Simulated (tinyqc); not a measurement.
# MOSFET with velocity saturation and source resistance: several studies

Strong inversion, charge Q = Cox (Vg - m V) at channel potential V with Vg the gate overdrive, and drift velocity v = mu E/(1 + mu E/vsat). Integrating along the channel gives I = mu Cox (1/L)(Vg Vd - m Vd^2/2)/(1 + Vd/Vc) per width, Vc = vsat L/mu, which peaks at Vdsat. Units: I in uA/um, Rs in ohm um, so the drop over Rs is 1e-6 I Rs volts.

Parameters, values chosen for the exercise:

| symbol | value | unit | meaning |
|---|---|---|---|
| Cox | 1.17 | uF/cm^2 | gate capacitance |
| mu0 | 130 | cm^2/(V s) | mobility at low gate voltage |
| th | 0.4 | 1/V | mobility degradation |
| vsat | 1.2e7 | cm/s | saturation velocity |
| m | 1.06 |  | body factor |
| VT | 0.43 | V | threshold |
| L | 2 | um | channel length |
| Rs | 1500 | ohm um | source resistance |
| Vgs | 1.8 | V | gate voltage |

Each table varies one quantity; the others keep the values above.

## Effect of the gate voltage

Vg = Vgs - I Rs - VT (0 if negative), mu = mu0/(1 + th Vg), Vc = vsat L/mu, x = sqrt(1 + 2 Vg/(m Vc)), Vdsat = 2 Vg/(m (1 + x)), Isat = Cox vsat Vg (x - 1)/(x + 1) per width. I = Isat is solved self-consistently; gm = dI/dVgs; Vdsat is the intrinsic value. The velocity at the source is I/(Cox Vg).

Result of one run:
```
Vgs (V)  Vc (V)  Vdsat (V)  Isat (uA/um)  gm (uS/um)  velocity at the source/vsat
2.17      30.69      1.524         56.32       49.54                      0.02423
```

What becomes of these results when the gate voltage Vgs is changed from 2.17 to 0.84 V, all else the same?

Result of the changed run:
```
Vgs (V)  Vc (V)  Vdsat (V)  Isat (uA/um)  gm (uS/um)  velocity at the source/vsat
0.84      21.43     0.3765         4.922       21.83                     0.008707
```

The whole series:
```
Vgs (V)  Vc (V)  Vdsat (V)  Isat (uA/um)  gm (uS/um)  velocity at the source/vsat
0.58      19.56     0.1400        0.7451       9.556                     0.003565
0.84      21.43     0.3765         4.922       21.83                     0.008707
1.11      23.35     0.6163         12.10       30.87                      0.01302
1.37      25.17     0.8430         21.01       37.32                      0.01647
1.64      27.04      1.075         31.80       42.44                      0.01949
1.9       28.84      1.296         43.36       46.31                      0.02198
2.17      30.69      1.524         56.32       49.54                      0.02423
2.43      32.46      1.742         69.54       52.07                      0.02613
```

As Vgs goes from 0.58 to 2.43 V, Isat rises from 0.745 to 69.5 uA/um, Vdsat rises from 0.140 to 1.74 V and gm rises from 9.56 to 52.1 uS/um; the velocity at the source goes from 0.0036 to 0.026 of vsat. Against the overdrive Vgs - VT the current goes with exponent 1.88 at the start and 1.51 at the end (2 for the square law). With vsat made a thousand times larger the last exponent would be 1.54, which is what th and Rs alone leave.

## Effect of the saturation velocity

Same model as above.

Result of one run:
```
vsat (cm/s)  Vc (V)  Vdsat (V)  Isat (uA/um)  gm (uS/um)  velocity at the source/vsat
3e7          70.346     1.2256        39.721      46.389                    0.0086358
```

What becomes of these results when the saturation velocity vsat is changed from 3e7 to 4e6 cm/s, all else the same?

Result of the changed run:
```
vsat (cm/s)  Vc (V)  Vdsat (V)  Isat (uA/um)  gm (uS/um)  velocity at the source/vsat
4e6          9.3930     1.1687        36.069      40.730                     0.058568
```

The whole series:
```
vsat (cm/s)  Vc (V)  Vdsat (V)  Isat (uA/um)  gm (uS/um)  velocity at the source/vsat
4e6          9.3930     1.1687        36.069      40.730                     0.058568
5.6e6        13.144     1.1863        37.179      42.415                     0.043177
7.8e6        18.302     1.1994        38.015      43.703                     0.031726
1.1e7        25.804     1.2094        38.663      44.715                     0.022897
1.5e7        35.182     1.2161        39.100      45.403                     0.016990
2.1e7        49.248     1.2215        39.452      45.960                     0.012249
3e7          70.346     1.2256        39.721      46.389                    0.0086358
```

As vsat goes from 4e6 to 3e7 cm/s, Isat rises from 36.1 to 39.7 uA/um, Vdsat rises from 1.17 to 1.23 V and gm rises from 40.7 to 46.4 uS/um; the velocity at the source goes from 0.059 to 0.0086 of vsat. Isat goes as vsat^(0.09) between the first two rows and as vsat^(0.02) between the last two.

## Output curve without source resistance

Vg = Vgs - VT (0 if negative), mu = mu0/(1 + th Vg), Vc = vsat L/mu, x = sqrt(1 + 2 Vg/(m Vc)), Vdsat = 2 Vg/(m (1 + x)), Isat = Cox vsat Vg (x - 1)/(x + 1) per width. Below Vdsat the formula of the introduction holds, beyond it I = Isat; constant velocity-field slope (Vc infinite) gives the second column, with saturation at Vg/m.

Output curve without source resistance:
```
Vd (V)  I without velocity saturation (uA/um)  I (uA/um)
0.3                                    17.848     17.663
0.44                                   24.573     24.201
0.57                                   29.904     29.320
0.71                                   34.661     33.821
0.85                                   38.397     37.288
0.99                                   41.113     39.736
1.12                                   42.720     41.109
1.26                                   43.467     41.631
1.4                                    43.494     41.632
```

Velocity saturation lowers the current by 1.0 % in the first row and 4.3 % in the last, and moves saturation from Vg/m = 1.29 V to 1.26 V.

Computed by the program tinyqc: `OMP_NUM_THREADS=1 python tinyqc.py 2500120 2500121 out.jsonl`, one thread of a shared Intel Xeon 2.30GHz, about 0.01 s for the whole run.
